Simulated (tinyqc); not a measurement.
What each parameter does: round or elliptic silicon nanowire with anisotropic valleys (Ritz method).

Wire along x = [110] on a (001) wafer, y = [-110], z = [001]. Valley groups (w = inverse masses): A, two valleys along z: w_y = 1/mt, w_z = 1/ml, m_x = mt; B, four valleys in the wafer plane: w_y = (1/ml + 1/mt)/2, w_z = 1/mt, m_x = (ml + mt)/2.

Hard wall on the ellipse (y/a)^2 + (z/b)^2 = 1, c = hbar^2/2m0. With u = y/a, v = z/b the operator is -c [(w_y/a^2) d2/du2 + (w_z/b^2) d2/dv2] on the unit disc. Basis (1 - u^2 - v^2) u^i v^j; S, X and Y are the disc integrals of f f', (df/du)(df'/du) and (df/dv)(df'/dv), from the integral of u^p v^q = 2 Gamma((p+1)/2) Gamma((q+1)/2)/((p + q + 2) Gamma((p+q+2)/2)) for even p, q; H = c (w_y X/a^2 + w_z Y/b^2).

Converged values use 21 functions of each parity class (e or o in u, then in v).

Constants: hbar^2/2m0 = 3.80998211 eV angstrom^2.

Parameters, chosen for this exercise (near those of a Si nanowire; shifted at random, so the results belong to these values and not to a real crystal):
```
symbol  value  unit      meaning
ml      0.911  m0        longitudinal mass
mt      0.193  m0        transverse mass
a       29     angstrom  semi-axis along y
b       29     angstrom  semi-axis along z
```

Lowest level of groups A and B.

One parameter was then changed.

Results before and after:
```
case     A (eV)  B (eV)  B - A (meV)
base     0.0809  0.1088         27.9
changed  0.0780  0.0968         18.8
```

Which of these changes was made? (a) a = 32 angstrom; (b) mt = 0.212 m0; (c) b = 32 angstrom; (d) ml = 1.02 m0.

Answer: (c) b = 32 angstrom. Of the candidates, run in turn, only this one gives the changed row.

All candidates:
```
case             A (eV)  B (eV)  B - A (meV)
base             0.0809  0.1088         27.9
a = 32 angstrom  0.0692  0.1013         32.1
b = 32 angstrom  0.0780  0.0968         18.8
ml = 1.02 m0     0.0792  0.1080         28.9
mt = 0.212 m0    0.0751  0.0997         24.7
```

Program tinyqc; command `OMP_NUM_THREADS=1 python tinyqc.py 1281621 1281622 out.jsonl`; about 0.05 s on one thread of a shared Intel(R) Xeon(R) Processor @ 2.30GHz.
